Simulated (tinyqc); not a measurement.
# Polarisation charge from two barrier thicknesses

Inverse problem. Voff = phiB - dEc - q sigma d/(eps0 eb). Find sigma, phiB - dEc and the thickness at which Voff = 0.

Constants: q = 1.602176634e-19 C, eps0 = 8.8541878128e-14 F/cm where lengths are in cm. Results are converted to the units shown.

Voff at d = 12 and 39 nm (V): [-2.5306040, -9.8181378]
eb = 9.135

Solution. Voff is a straight line in d: its slope is -q sigma/(eps0 eb) and its intercept phiB - dEc.

sigma = 1.36e13 cm^-2
phiB - dEc = 0.708 V
thickness for Voff = 0 = 2.62 nm

tinyqc, about 0.01 s, one thread, Intel Xeon 2.30GHz (shared host): `OMP_NUM_THREADS=1 python tinyqc.py 2180139 2180140 out.jsonl`
